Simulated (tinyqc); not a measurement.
Mesh size and shift: special k points of the simple cubic lattice.

Lattice vectors in units of a: a1 = (1, 0, 0), a2 = (0, 1, 0), a3 = (0, 0, 1); reciprocal vectors b_i with a_i . b_j = 2 pi delta_ij. Mesh: k = sum_i f_i b_i with f_i = (2 j_i + shift)/(2 N), j_i = 0 .. N-1. The point group of the lattice has 48 operations; only those that map the mesh onto itself are used.

A_m(k) = sum over the m-th star of lattice vectors R of cos(k . R), stars in order of length: m = 1: |R|^2 = 1, 6 vectors, such as (1, 0, 0) in the basis a_i; m = 2: |R|^2 = 2, 12 vectors, such as (1, 1, 0) in the basis a_i; m = 3: |R|^2 = 3, 8 vectors, such as (1, 1, 1) in the basis a_i; m = 4: |R|^2 = 4, 6 vectors, such as (2, 0, 0) in the basis a_i; m = 5: |R|^2 = 5, 24 vectors, such as (2, 1, 0) in the basis a_i; m = 6: |R|^2 = 6, 24 vectors, such as (2, 1, 1) in the basis a_i. The zone mean of every A_m is zero.

Test function, the lower band of a two-band insulator: E(k) = -sqrt(D^2 + (e0 - t A_1(k))^2).
Values chosen for the exercise: D = 0.83 eV (half gap term); t = 0.56 eV (coupling); e0 = 1.04 eV (offset).

Errors of the mean of E against the unshifted mesh with N = 24. The fifth column is |R|^2 of the shortest star with a non-zero mean.

Meshes:
```
mesh,points,irreducible,operations,|R|^2 missed,error (meV)
1 Gamma,1,1,48,1.00,-745.553
1 shifted,1,1,48,1.00,-2759.152
2 Gamma,8,4,48,4.00,-329.687
2 shifted,8,1,48,4.00,387.846
3 Gamma,27,4,48,9.00,-39.713
3 shifted,27,4,48,9.00,18.726
4 Gamma,64,10,48,16.00,2.420
4 shifted,64,4,48,16.00,3.392
5 Gamma,125,10,48,25.00,-0.110
5 shifted,125,10,48,25.00,-1.303
6 Gamma,216,20,48,36.00,0.314
6 shifted,216,10,48,36.00,0.154
```

reference mean = -1.71845 eV

The shifted mesh has the smaller error for 2 of 6 values of N and the larger for 4. The cheapest mesh within 1 meV is 5 Gamma and 6 shifted, with 10 irreducible points. A mesh misses the lattice vectors N (n1 a1 + n2 a2 + ...); the half shift gives each the sign (-1)^(n1 + n2 + ...), so the 6 shortest ones add up to -6 in place of 6: their term only changes sign. The shift keeps the full symmetry; it leaves fewer irreducible points for N = 2, 4 and 6.

(tinyqc, `OMP_NUM_THREADS=1 python tinyqc.py 1682056 1682057 out.jsonl`, Intel(R) Xeon(R) Processor @ 2.30GHz, 1 thread, shared host, about 0.1 s.)
